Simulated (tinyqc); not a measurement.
## Trap density from the capacitance step

Question. A junction with shallow donors Nd and a deep trap has C_HF = eps0 eps_r/W and C_LF = eps0 eps_r (Nd + Nt)/(Nd W + Nt xt), xt = W - lam. Find W, xt and Nt.

Inputs (values chosen for the exercise): relative permittivity eps_r = 11.5; shallow donor density Nd = 7.4e16 cm^-3.

Constants: eps0 = 8.8541878128e-14 F/cm where lengths are in cm. Results are converted to the units shown.

C_HF = 68.119885 nF/cm^2
C_LF = 72.166184 nF/cm^2
lam = 56.088360 nm

Answer. C_HF gives W. With y = C_LF/C_HF, Nt/Nd = (y - 1)/(1 - y xt/W).

W = 149.5 nm
xt = 93.39 nm
Nt = 1.300e16 cm^-3

Program tinyqc, `OMP_NUM_THREADS=1 python tinyqc.py 2050026 2050027 out.jsonl`; Intel Xeon 2.30GHz, shared host, one thread, about 0.01 s.
